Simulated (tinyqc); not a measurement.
Kinetics of strain relaxation and threading dislocations in mismatched semiconductor layers: one step, computed by the program tinyqc.

60-degree dislocations on {111} planes of a (001) layer, isotropic elasticity. The Schmid factor is 1/sqrt(6), and a misfit segment relieves strain with b/2.

Task: Graded buffer. In steady grading, strain is fed at R_f R_g and relieved at (b/4) rho v. As a glide-limited estimate, the driving stress is taken as the mean stress of the strained top zone, whose depth z solves R_f z/2 = e_eq(z), with strain R_f z at the surface; tau_g = S R_f z/2 is its mean; then rho = 4 R_f R_g/(b m tau_g), m = v0 exp(-Q/(k_B T_g)), S = (1/sqrt 6) 2 G (1 + nu)/(1 - nu), e_eq(z) = b (1 - nu/4) [ln(z/b) + 1]/(4 pi (1 + nu) z).

Inputs (values chosen for the exercise, modelled on Si(0.8)Ge(0.2) on Si):
```
quantity,value,unit
misfit f,0.0082,-
shear modulus G,65.9,GPa
Poisson ratio nu,0.27,-
Burgers vector b,3.88,angstrom
glide activation energy Q,2.12,eV
velocity prefactor v0,22000,m/s per MPa
grading rate (misfit per thickness) R_f,0.0027,1/micrometre
growth temperature of the buffer T_g,992,K
growth rate R_g,1.7,nm/s
```

Constants: k_B = 8.617333262e-05 eV/K.

Give: depth z of the strained zone; stress tau_g; thread density of the buffer; buffer thickness f/R_f.

Result:

depth z of the strained zone = 362.9 nm

stress tau_g = 45.86 MPa

thread density of the buffer = 2.765e+05 1/cm^2

buffer thickness f/R_f = 3.037 micrometre

Raising T_g by 50 K would lower this density by a factor 3.3: fast glide lets few threads do the work.
